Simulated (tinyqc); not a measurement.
## Bulk transistor, scale length and short-channel effects: effect of the channel length

A gate, an insulator of thickness ti and a depleted layer of depth ts on a conducting body. Below threshold the potential that source and drain add obeys Laplace's equation and vanishes on the gate and at the bottom of the depleted layer. Its lowest mode decays along the channel as exp(-k y); k is the smallest positive root of the matching condition at the interface, and the scale length is Lambda = pi/k.

k is the smallest positive root of f(k) = eps_r sin(k ti) cos(k ts) + ei cos(k ti) sin(k ts). Along the channel psi(y) = s + a exp(y/l) + b exp(-y/l) with psi(0) = Vbi, psi(L) = Vbi + Vds and l = 1/k = Lambda/pi; with A = Vbi - s, B = A + Vds, x = exp(-L/l): a = (B - A x) x/(1 - x^2), b = (A - B x)/(1 - x^2). The minimum is s + 2 sqrt(a b), at y = (l/2) ln(b/a). The long-channel potential follows the gate as s = sT + (Vg - VTL)/m, and the threshold VT is the gate voltage at which the minimum equals sT. Swing = m Vt ln 10/g at threshold, g = d(minimum)/ds = 1 - (b x + a)/((1 + x) sqrt(a b)). DIBL = [VT(0.05 V) - VT(Vds)]/(Vds - 0.05 V). sT and Vbi are held fixed; m = 1 + eps_r ti/(ei ts) in each row.

Parameters, values chosen for the exercise; permittivities: semiconductor close to that of In0.53Ga0.47As, insulator close to that of hafnium oxide: temperature T = 293 K; relative permittivity of the semiconductor eps_r = 13.8; relative permittivity of the insulator ei = 22.5; insulator thickness ti = 4.2 nm; depletion depth ts = 20 nm; potential of the source Vbi = 0.91 V; potential of the barrier top at threshold sT = 0.45 V; drain voltage Vds = 0.5 V.

Constants: q = 1.602176634e-19 C, kB = 1.380649e-23 J/K, Vt = kB T/q. Results are converted to the units shown.

The same in every row: Lambda (nm) = 22.77.

Result of one run:

| L/Lambda | VT - VTL at Vds = 0.05 V (mV) | VT - VTL at Vds (mV) | DIBL (mV/V) | swing (mV/decade) |
|---|---|---|---|---|
| 3.777 | -2.912 | -3.996 | 2.410 | 66.00 |

Which channel length L gave this result: 30, 36, 51, 60 or 86 nm?

L = 86 nm.

The whole series:

| L (nm) | L/Lambda | VT - VTL at Vds = 0.05 V (mV) | VT - VTL at Vds (mV) | DIBL (mV/V) | swing (mV/decade) |
|---|---|---|---|---|---|
| 25 | 1.098 | -288.6 | -402.8 | 253.7 | 102.0 |
| 30 | 1.318 | -180.8 | -251.3 | 156.8 | 88.51 |
| 36 | 1.581 | -108.6 | -150.4 | 92.93 | 79.42 |
| 42 | 1.845 | -67.55 | -93.29 | 57.21 | 74.23 |
| 51 | 2.240 | -34.42 | -47.40 | 28.84 | 70.02 |
| 60 | 2.635 | -17.98 | -24.73 | 14.98 | 67.93 |
| 72 | 3.163 | -7.717 | -10.60 | 6.401 | 66.61 |
| 86 | 3.777 | -2.912 | -3.996 | 2.410 | 66.00 |
| 100 | 4.392 | -1.105 | -1.516 | 0.9136 | 65.77 |

From L = 25 to 100 nm, DIBL falls from 254 to 0.914 mV/V and the swing falls from 102 to 65.8 mV a decade (long-channel value 65.6). Between the last two rows the threshold shift at Vds decays with a length of 14.4 nm, against 2 Lambda/pi = 14.5 nm for a shift that goes as exp(-pi L/(2 Lambda)). DIBL first drops below 100 mV/V at L = 36 nm among the rows, L/Lambda = 1.6. For L = 25 to 30 nm L is under 1.5 Lambda, where higher modes, left out of the one-mode potential, count.

Numbers from tinyqc (`OMP_NUM_THREADS=1 python tinyqc.py 2420032 2420033 out.jsonl`; about 0.01 s on one thread of a shared Intel Xeon 2.30GHz).
